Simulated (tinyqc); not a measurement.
What each parameter does: parabolic quantum dot in a magnetic field (Fock-Darwin).

Two dimensions, V = m w0^2 r^2/2, one valley. hbar wc = 2 muB B/m, W = sqrt(w0^2 + wc^2/4), E(n, l, s) = (2n + |l| + 1) hbar W - l hbar wc/2 + s gs muB B, n = 0, 1, ..., l = 0, +/-1, ..., s = +/-1/2; length lam = sqrt(2c/(m hbar W)), c = hbar^2/2m0.

Exact treatment: the centre of mass separates with energy W, and the relative motion obeys [-(2c/m) Laplacian + (2c/m) r^2/(2 lam^2)^2 + q/(eps r)] psi = e_l psi for angular number l, solved in 14 Gaussians r^l exp(-a r^2), a = 1.7^i/(4 lam^2), i = -3 to 10. E(S) = W + e_0, E(T) = W + e_1 - wc/2 - Ez.

Constants: muB = 5.788381798e-05 eV/T; hbar^2/2m0 = 3.80998211 eV angstrom^2; e^2/(4 pi eps0) = 14.39964547 eV angstrom.

Values chosen for the exercise (near those of a gate-defined dot in GaAs; the results hold for these values, not for the real material): m = 0.0695 m0 (mass); gs = -0.43 (g factor); w0 = 2.2 meV (confinement energy hbar w0); B = 0.49 T (magnetic field); eps = 13 (dielectric constant).

The two modes W +/- wc/2, lam and the exact E(T) - E(S), with q = e^2/(4 pi eps0) and Ez = |gs| muB B.

Results for these values:
```
case  upper mode (meV)  lower mode (meV)  lam (angstrom)  E(T) - E(S) (meV)
base             2.646             1.829           221.4               0.46
```

What happens to each result for gs = -0.65, all else kept?

Answer: upper mode does not change at the printed digits; lower mode does not change at the printed digits; lam does not change at the printed digits; E(T) - E(S) does not change at the printed digits.

The same for each parameter in turn:
```
case           upper mode (meV)  lower mode (meV)  lam (angstrom)  E(T) - E(S) (meV)
base                      2.646             1.829           221.4               0.46
B = 0.73 T                2.890             1.674           219.2               0.28
w0 = 2.75 meV             3.188             2.372           198.6               0.75
m = 0.0799 m0             2.583             1.873           206.9               0.47
gs = -0.65                2.646             1.829           221.4               0.46
eps = 11                  2.646             1.829           221.4               0.38
```

Program tinyqc; command `OMP_NUM_THREADS=1 python tinyqc.py 1280692 1280693 out.jsonl`; about 0.06 s on one thread of a shared Intel(R) Xeon(R) Processor @ 2.30GHz.
